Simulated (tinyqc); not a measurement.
# Worked calculation: bandgap voltage reference from two bipolar transistors

tinyqc, about 0.03 s, one thread, Intel Xeon 2.30GHz (shared host): `OMP_NUM_THREADS=1 python tinyqc.py 2062192 2062193 out.jsonl` Printed values are rounded.

Two transistors of area 1 and N carry the same current I. Is(T) = Is (T/T0)^eta exp[(Vg0 q/kB)(1/T0 - 1/T)], VBE1 = Vt ln(I/Is(T)) + I rb, VBE2 = Vt ln(I/(N Is(T))) + I rb/N. The amplifier forces I R1(T) = VBE1 - VBE2 + Vos, with R(T) = R (1 + tc (T - T0)) for both resistors, and the output is Vref = VBE1 + I R2(T). Base currents and the Early effect are neglected.

Parameters, values chosen for the exercise; values of the order met in silicon bipolar transistors: reference temperature T0 = 300 K; band-gap voltage extrapolated to 0 K Vg0 = 1.181 V; temperature exponent of the saturation current eta = 3; saturation current of the unit transistor at T0 Is = 2.1e-16 A; area ratio of the second transistor N = 8; resistor across which the difference of VBE falls, at T0 R1 = 7.5 kohm; temperature coefficient of both resistors tc = 0 ppm/K; offset of the amplifier Vos = 0.6 mV; series resistance of the unit transistor rb = 140 ohm; output resistor at T0 R2 = 78.78 kohm; temperature T = 398 K.

Constants: q = 1.602176634e-19 C, kB = 1.380649e-23 J/K. Results are converted to the units shown.

## Operating point at the reference temperature

Vt = kB T/q; I = (Vt ln N + Vos)/(R1(T) - rb (1 - 1/N)). Evaluate at T = T0.

Vt = 0.02585200 V
I = 7.368041 uA
Is(T) = 2.1e-16 A
VBE1 = 0.6287456 V
I R2 = 0.5804543 V
Vref = 1.209200 V

## Operating point at another temperature

Vt = kB T/q; I = (Vt ln N + Vos)/(R1(T) - rb (1 - 1/N)).

Vt = 0.03429699 V
I = 9.748367 uA
Is(T) = 3.764548e-11 A
VBE1 = 0.4288560 V
I R2 = 0.7679764 V
Vref = 1.196832 V

From T0 to T, VBE1 changes by -200 mV and I R2 by 188 mV, which leaves -12.4 mV in Vref.

## Resistor for zero slope at T0, ideal case

With tc = 0, Vos = 0 and rb = 0 the current is proportional to T, dVBE/dT = (VBE - Vg0 - (eta - 1) Vt)/T, and Vref has zero slope at T0 when Vref = Vg0 + (eta - 1) Vt0. Find VBE1, its slope, that Vref, R2/R1 and the curvature d2Vref/dT2 = -(eta - 1) kB/(q T0).

VBE1 = 0.6270014 V
dVBE/dT = -2.019009 mV/K
Vref = 1.232704 V
R2/R1 = 11.26727
curvature = -0.5744889 uV/K^2
